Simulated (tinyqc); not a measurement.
CMOS latch-up, two-transistor model: two steps of the calculation.

A parasitic pnp (emitter at Vdd, base shunted by Rw) and npn (emitter at ground, base shunted by Rs) feed each other: the npn collector current flows out of the pnp base node, the pnp collector current into the npn base node. Forward-active transistors with constant gains: Icn = Isn exp(Vn/Vt), Icp = Isp (exp(Vp/Vt) - 1). A current Ii is injected into the npn base node.

Values chosen for this exercise; values close to those of bulk CMOS: temperature T = 300 K; current gain of the npn bn = 14.4; current gain of the pnp bp = 4.2; saturation current of the npn at T Isn = 3.4e-16 A; saturation current of the pnp at T Isp = 2.6e-15 A; substrate resistance shunting the npn Rs = 650 ohm; well resistance shunting the pnp Rw = 1200 ohm; resistance from the pnp collector to the npn base R2 = 360 ohm; base-emitter voltage in the on state Von = 0.74 V; saturation voltage Vsat = 0.06 V; supply voltage Vdd = 1.8 V; current injected into the substrate Ii = 0.976 mA.

Constants: q = 1.602176634e-19 C, kB = 1.380649e-23 J/K, Vt = kB T/q. Results are converted to the units shown.

Question 1. Holding current and voltage. On state with both base-emitter voltages at Von: npn base current Ib = (Von/Rs + bp Von/Rw)/(bn bp - 1), holding current Ih = (bn + 1) Ib + Von/Rs, holding voltage Vh = Vsat + Von + R2 (Ib + Von/Rs).

Find: bn bp; Ib; Ih; Vh.

Answer 1.

bn bp = 60.480
Ib = 0.062684 mA
Ih = 2.1038 mA
Vh = 1.2324 V

Vh is below Vdd = 1.8 V, so the supply can sustain a latched state.

Question 2. Response to the injected current, once round the loop per iteration. Icn = Isn exp(Vn/Vt); Vp solves Vp/Rw + Icp/bp = Icn; Vn(new) solves Vn/Rs + (Isn/bn) exp(Vn/Vt) = Icp + Ii.

Vn at the start = 0.57 V

Wanted: Icn; Vp; Icp; Vn after iteration 1.

Answer 2.

Icn = 0.0012796 mA
Vp = 0.0015355 V
Icp = 1.5910e-13 mA
Vn after iteration 1 = 0.63372 V

Program tinyqc, `OMP_NUM_THREADS=1 python tinyqc.py 2670124 2670125 out.jsonl`; Intel Xeon 2.30GHz, shared host, one thread, about 0.07 s.
